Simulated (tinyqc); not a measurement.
What moves the results: free-carrier optics of a doped semiconductor (Drude model with one polar phonon). A value that a table varies takes the place of the one given here.

eps(E) = ei [1 - Ep^2/(E^2 + i E Gam)] + (es - ei) wT^2/(wT^2 - E^2 - i E gT), with Ep^2 = 8 pi c (e^2/(4 pi eps0)) N/(m ei), c = hbar^2/2m0, N in 1/angstrom^3 (1e-24 per 1/cm^3); Gam = hbar/tau, tau = mu m m0/e with m0/e = 5.685630e-12 kg/C and mu in m^2/(V s). Energies in meV.

n + i k = sqrt(eps1 + i eps2) with k >= 0; R = ((n - 1)^2 + k^2)/((n + 1)^2 + k^2) at normal incidence from vacuum; alpha = 2 E k/(hbar c), times 1e8 for 1/cm; loss function Im(-1/eps) = eps2/(eps1^2 + eps2^2).

Constants: hbar^2/2m0 = 3.80998211 eV angstrom^2; e^2/(4 pi eps0) = 14.39964547 eV angstrom; hbar = 6.58211957e-16 eV s; hbar c = 1973.269805 eV angstrom.

Parameters, chosen for this exercise (mass and dielectric values near those of GaP; N and mu are free inputs; interband absorption and the rise of the mass with filling are left out; the results hold for these values, not for the real material): m = 0.367 m0 (conductivity mass); ei = 9.07 (high-frequency dielectric constant); wT = 45.3 meV (TO phonon); es = 11.12 (static dielectric constant); N = 1.9e+18 1/cm^3 (carrier density); mu = 50 cm^2/(V s) (mobility); gT = 0.5 meV (phonon damping); E = 28.1 meV (photon energy).

## The coupled modes against doping

L-, L+ solve E^4 - (wL^2 + Ep^2) E^2 + Ep^2 wT^2 = 0, wL = wT sqrt(es/ei); damping left out; energies in meV.

Modes:
```
N (1/cm^3)      Ep     L-      L+  Ep sqrt(ei/es)
2.0e+17       9.10   8.19   50.31            8.22
6.0e+17      15.77  14.10   50.65           14.24
2.0e+18      28.78  25.00   52.15           25.99
4.0e+18      40.71  33.32   55.34           36.76
6.0e+18      49.85  37.77   59.79           45.02
1.0e+19      64.36  41.50   70.26           58.13
2.0e+19      91.02  43.74   94.27           82.20
6.0e+19     157.65  44.85  159.24          142.38
2.0e+20     287.83  45.17  288.65          259.95
```

wL = 50.16 meV

At low density L- follows Ep sqrt(ei/es) (8.19 against 8.22), a plasmon screened by the lattice, and L+ starts at wL. At the highest density L- has come within 0.13 meV of wT, since the carriers screen the field that lifts wL, and L+ is within 0.82 meV of Ep. The branches are closest, 22.01 meV, at 6e+18 1/cm^3 of those listed. The mass is held fixed, while in a real band it rises with filling.

## Reflectance across the plasma edge

Spectrum:
```
E (meV)   eps1   eps2      R  alpha (1/cm)
2.8       9.34  40.33  0.616      1.14e+03
8.4       9.43  13.24  0.413      1.57e+03
14.0      9.63   7.71  0.336      1.65e+03
19.6      9.96   5.28  0.306      1.61e+03
23.8     10.33   4.18  0.299      1.54e+03
28.1     10.91   3.40  0.300      1.45e+03
30.9     11.46   3.01  0.306      1.38e+03
35.1     12.83   2.57  0.323      1.27e+03
42.1     22.79   2.99  0.430      1.33e+03
56.1      4.23   1.22  0.131      1.68e+03
84.2      7.59   0.49  0.219           759
140.3     8.53   0.14  0.240           333
```

Ep = 28.1 meV and Gam = 63.1 meV: Gam exceeds Ep, so damping washes the plasma edge out. R is 0.616 at the lowest energy and lowest, 0.131, at 56.1 meV of those listed; without damping and phonon it would vanish at Ep sqrt(ei/(ei - 1)) = 29.7 meV. At the highest energy R is 0.240, against 0.251 for ei alone. Between the last two rows alpha goes as E^-1.62, where the Drude limit far above Ep and Gam is E^-2; Gam and the phonon term both still act in these rows. The phonon adds its own band of high reflectance between wT = 45.3 meV and about wL = 50.2 meV, which the rows may miss. The lowest R listed is the dip just above wL, not the plasma minimum.

## Free-carrier absorption and index change in the near infrared

At the wavelengths listed E = hc/lambda (hc = 1239.841984 eV nm). Approximate forms: alpha = ei Ep^2 Gam/(E^2 sqrt(ei) hbar c) and dn = -sqrt(ei) Ep^2/(2 E^2). The phonon term is left out here.

Free carriers:
```
lambda (micrometre)  E (meV)  alpha (1/cm)  alpha, approximate        dn  dn, approximate
1.31                   946.4          8.43                8.46  -0.00132         -0.00132
1.55                   799.9          11.8                11.8  -0.00184         -0.00185
2.00                   619.9          19.5                19.7  -0.00305         -0.00308
3.00                   413.3          43.5                44.4  -0.00679         -0.00694
5.00                   248.0           116                 123   -0.0182          -0.0193
8.00                   155.0           275                 316   -0.0426          -0.0493
10.60                  117.0           439                 554   -0.0676          -0.0866
```

At 1.55 micrometre alpha = 11.8 1/cm and dn = -0.00184; a phase shift of pi needs a length lambda/(2 |dn|) = 421 micrometre, over which the loss is 2.15 dB. The approximate alpha is within 5 % up to 3 micrometre of the wavelengths listed; it needs photon energies well above both Ep and Gam, which lie at 44.2 and 19.7 micrometre. Interband and intervalley absorption are left out.

## What moves the optical constants

At the energy E. Each row changes one parameter from the base and keeps the others.

Results:
```
case                 Ep (meV)  Gam (meV)       R  alpha (1/cm)
base                    28.05      63.09  0.3004      1.45e+03
N = 2.85e+18 1/cm^3     34.36      63.09  0.3064      2.20e+03
m = 0.4404 m0           25.61      52.57  0.2960      1.36e+03
mu = 30 cm^2/(V s)      28.05     105.15  0.3071           946
ei = 9.52               27.38      63.09  0.2961      1.46e+03
E = 33.7 meV            28.05      63.09  0.3160      1.31e+03
```

The largest shifts from the base row, up to three for each result and ties (the steps differ in size, so this ranks the rows, not the parameters). Ep (meV): N +6.31, m -2.44, ei -0.67; unchanged at the printed digits by mu and E. Gam (meV): mu +42.06, m -10.51; unchanged at the printed digits by N, ei and E. R: E +0.0156, mu +0.0067, N +0.0060. alpha (1/cm): N +757, mu -502, E -141.

Program tinyqc; command `OMP_NUM_THREADS=1 python tinyqc.py 1651572 1651573 out.jsonl`; about 0.01 s on one thread of a shared Intel(R) Xeon(R) Processor @ 2.30GHz.
